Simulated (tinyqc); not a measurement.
Schottky barrier on an n-type semiconductor with a doping step, non-linear Poisson equation by Newton steps: one step of the calculation.

One dimension, metal at x = 0, donor density C(x) = N1 for x < x1 and Nd beyond. Energies are counted from the electron Fermi level of the semiconductor and the conduction-band edge is Ec = -psi, so n = Nc exp(psi/Vt); holes follow the Fermi level of the metal, at -V, so p = Nv exp((V - psi - Eg)/Vt). Ends: psi(0) = V - phiB and psi = Vt ln(Nd/Nc) deep inside. Boltzmann statistics, full ionisation, no current, no image force in the Poisson equation.

Question. End potentials, built-in voltage, Debye length. psi_0 = V - phiB, psi_b = Vt ln(Nd/Nc), Vbi = phiB - Vt ln(Nc/Nd), LD = sqrt(eps0 eps_r Vt/(q Nd)), W = sqrt(2 eps0 eps_r (Vbi - V)/(q Nd)), hole density at the metal p_0 = Nv exp((phiB - Eg)/Vt).

Values chosen for this exercise; band and dielectric values those of a made-up semiconductor:
- T = 400 K (temperature)
- Eg = 1.22 eV (band gap)
- eps_r = 12.5 (relative permittivity)
- Nc = 4.45e19 cm^-3 (conduction-band density of states at T)
- Nv = 4.13e19 cm^-3 (valence-band density of states at T)
- Nd = 2.9e15 cm^-3 (donor density deep in the semiconductor)
- phiB = 0.87 eV (barrier height)
- V = 0.16 V (bias of the metal against the semiconductor)

Constants: q = 1.602176634e-19 C, kB = 1.380649e-23 J/K, Vt = kB T/q, eps0 = 8.8541878128e-14 F/cm where lengths are in cm. Results are converted to the units shown.

Give: psi_0; psi_b; Vbi; LD; W for uniform Nd; p_0.

Answer.

psi_0 = -0.7100 V
psi_b = -0.3322 V
Vbi = 0.5378 V
LD = 90.61 nm
W for uniform Nd = 424.2 nm
p_0 = 1.607e15 cm^-3

The hole density at the metal is 0.55 times Nd.

Computed by the program tinyqc: `OMP_NUM_THREADS=1 python tinyqc.py 2020137 2020138 out.jsonl`, one thread of a shared Intel Xeon 2.30GHz, about 0.1 s for the whole run.
